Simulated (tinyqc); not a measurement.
Five forms on the same table: equation-of-state fits to an energy-volume table made by a known binding curve. Computed by tinyqc, a small Python program. Command: `OMP_NUM_THREADS=1 python tinyqc.py 3010132 3010133 out.jsonl eosfit walk`. One thread of a shared host (Intel(R) Xeon(R) Processor @ 2.30GHz), about 0.03 s of CPU time with the checks.

With x = (V/V_0)^(1/3), the energy per atom is E = D [exp(-2 eta (x - 1)) - 2 exp(-eta (x - 1))], so that B0 = 2 D eta^2/(9 V_0) and B' = 1 + eta. B' = dB/dP at P = 0.

Inputs (values chosen for the exercise, for a model crystal):

| quantity | value | unit |
|---|---|---|
| cohesive energy D | 4.96 | eV/atom |
| true volume V_0 | 7.03 | angstrom^3/atom |
| stiffness eta | 4.32 | - |
| half-width of the volume window w | 0.2 | - |
| shift of the window centre s | 0.015 | - |
| points N | 7 | - |
| compression V/V_0 for the pressure test | 0.7 | - |
| noise amplitude | 0.15 | meV |

Binding curve: Morse. Noise: added.

Constants: 1 eV/angstrom^3 = 160.2176634 GPa.

Method:
- B0 and B' from the formulas above; P = -dE/dV at V = c V_0 (c the compression chosen), from the curve itself.
- Table: V_j = V_0 [1 + s + w (2 j/(N - 1) - 1)], j = 0..N-1, rounded to 0.001; E_j from the curve plus the noise amplitude times the listed numbers xi_j (xi_0 first), rounded to 1e-7 eV.
- Murnaghan: E = E0 + (B0 V/B') [(V0/V)^B'/(B' - 1) + 1] - B0 V0/(B' - 1), P = (B0/B') [(V0/V)^B' - 1].
- Birch-Murnaghan: E = E0 + (9 V0 B0/16) [y^3 B' + y^2 (2 - 4 y)], y = (V0/V)^(2/3) - 1; P = (3 B0/2) (x^7 - x^5) [1 + (3/4)(B' - 4)(x^2 - 1)], x = (V0/V)^(1/3).
- Vinet: E = E0 + (9 B0 V0/h^2) {1 + [h (1 - x) - 1] exp(h (1 - x))}, P = 3 B0 (1 - x) x^-2 exp(h (1 - x)), x = (V/V0)^(1/3), h = (3/2)(B' - 1).
- All are least-squares fits to the energies; for polynomials in V, B0 = V E'' and B' = -1 - V E'''/E'' at the minimum.

numbers xi_j, drawn evenly from -1 to 1: -0.9200  0.0161  -0.4090  0.5640  -0.3456  -0.8519  -0.8187

exact B0 = 468.804 GPa

exact B' = 5.32

exact pressure at c V_0 = 417.513 GPa

Table:

| V (angstrom^3) | E (eV) |
|---|---|
| 5.729 | -4.4213669 |
| 6.198 | -4.7725906 |
| 6.667 | -4.9294106 |
| 7.135 | -4.9576916 |
| 7.604 | -4.9019836 |
| 8.073 | -4.7914106 |
| 8.541 | -4.6464501 |

Fitted values:

| form | V0 (angstrom^3) | B0 (GPa) | B' | P at c V_0 (GPa) |
|---|---|---|---|---|
| exact | 7.0300 | 468.80 | 5.3200 | 417.51 |
| parabola in V | 7.2561 | 502.31 | -1.0000 | - |
| cubic in V | 7.0364 | 529.01 | 4.6601 | - |
| Murnaghan | 7.0332 | 454.83 | 5.2091 | 473.76 |
| Birch-Murnaghan | 7.0306 | 465.69 | 5.3001 | 428.93 |
| Vinet | 7.0300 | 469.48 | 5.3233 | 414.28 |

What follows from these numbers?

In B0 the Vinet form comes closest (+0.15 %) and the cubic in V form misses most (+12.84 %). A parabola in V has no third derivative, so its B' is -1 by construction. At c V_0, beyond the window, the pressure errors are Murnaghan +13.5 %, Birch-Murnaghan +2.7 %, Vinet -0.8 %; Murnaghan keeps B linear in P and so runs too stiff under compression.

Extremes, crossings and ranges named in words are read from the listed rows.
